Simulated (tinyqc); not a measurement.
# Reduced doping and fringe capacitance from two biases

Question. C = eps0 eps_r hr/W + Cf with W = sqrt(2 eps0 eps_r (Vb + V)/(q Nr)), 1/Nr = 1/Na + 1/Nd. Find Cf, W at zero bias and Nr.

Values chosen for this exercise; values close to those of silicon near 1550 nm:
```
symbol  value  unit                                     meaning
eps_r    11.7        relative permittivity of the semiconductor
Vb       0.92     V                            built-in voltage
hr        150    nm                                  rib height
```

Constants: q = 1.602176634e-19 C, eps0 = 8.8541878128e-14 F/cm where lengths are in cm. Results are converted to the units shown.

C at V = 0 and 3 V (pF/m): [200.43140, 108.44147]

Answer. C is linear in (Vb + V)^(-1/2); the intercept is Cf.

Cf = 22.00 pF/m
W(0) = 87.09 nm
Nr = 1.569e17 cm^-3

Numbers from tinyqc (`OMP_NUM_THREADS=1 python tinyqc.py 2650035 2650036 out.jsonl`; about 0.01 s on one thread of a shared Intel Xeon 2.30GHz).
